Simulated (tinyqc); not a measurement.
Spreading the carriers over a thicker layer: defect, radiative and Auger recombination at equal electron and hole densities (ABC model).

J/(e d) = Ae n + B n^2 + C n^3 with Ae = A + 4 S/w (four side walls, carriers spread evenly), e = 1.602176634e-19 C, lengths in cm; internal efficiency IQE = B n^2/(Ae n + B n^2 + C n^3); all injected carriers recombine in the layer.

Values chosen for the exercise (orders of magnitude like those quoted for Ge; not measured data):

| symbol | value | unit | meaning |
|---|---|---|---|
| A | 50000 | 1/s | defect rate |
| B | 5.5e-14 | cm^3/s | radiative coefficient |
| C | 2.1e-31 | cm^6/s | Auger coefficient |
| S | 0 | cm/s | recombination velocity of the side walls |
| w | 4.9 | micrometre | side of the square mesa |
| d | 550 | nm | active thickness |
| J | 0.017 | A/cm^2 | current density |

d is multiplied by the factor listed, at the same J.

Results:

| factor | n (1/cm^3) | defect | radiative | Auger |
|---|---|---|---|---|
| 0.10 | 2.51e+17 | 0.650 | 0.179 | 0.171 |
| 0.20 | 1.52e+17 | 0.790 | 0.133 | 0.0772 |
| 0.50 | 7.03e+16 | 0.911 | 0.0704 | 0.0189 |
| 1.0 | 3.69e+16 | 0.956 | 0.0388 | 0.00546 |
| 2.0 | 1.89e+16 | 0.978 | 0.0203 | 0.00146 |
| 10 | 3.84e+15 | 0.996 | 0.00421 | 6.17e-05 |
| 20 | 1.93e+15 | 0.998 | 0.00211 | 1.55e-05 |

Give the missing row, factor = 5.0.

Computed row:
```
factor  n (1/cm^3)  defect  radiative     Auger
5.0       7.65e+15   0.991    0.00834  0.000244
```

The best factor listed is 0.1 (IQE 0.1791); the optimum factor equals J/J_peak = 0.0312, a layer of 17.1 nm, since only J/d matters and the peak value 0.212 does not depend on d. A thicker layer trades Auger loss (0.171 to 1.55e-05) for defect loss (0.65 to 0.998).

Program tinyqc; command `OMP_NUM_THREADS=1 python tinyqc.py 1650231 1650232 out.jsonl`; about 0.01 s on one thread of a shared Intel(R) Xeon(R) Processor @ 2.30GHz.
